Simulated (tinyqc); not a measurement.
# Gap voltage and exponent from three temperatures

Inverse problem. At constant current VBE(T) = Vg0 - a T - eta (kB T/q) ln T, where a is a constant. Find Vg0, eta and dVBE/dT at the middle temperature.

Constants: q = 1.602176634e-19 C, kB = 1.380649e-23 J/K. Results are converted to the units shown.

T (K): 273  330  360
VBE at a constant current (V): 0.7107049201  0.5950654773  0.5329021952

Solution. The relation is linear in Vg0, a and eta, so three points give a linear system; the slope is (VBE - Vg0 - eta kB T/q)/T. eta rests on the curvature of VBE(T) alone, so real fits need accuracy of some tens of microvolts or better.

Vg0 = 1.169 V
eta = 3.700
dVBE/dT = -2.058 mV/K

Computed by the program tinyqc: `OMP_NUM_THREADS=1 python tinyqc.py 2062209 2062210 out.jsonl`, one thread of a shared Intel Xeon 2.30GHz, about 0.03 s for the whole run.
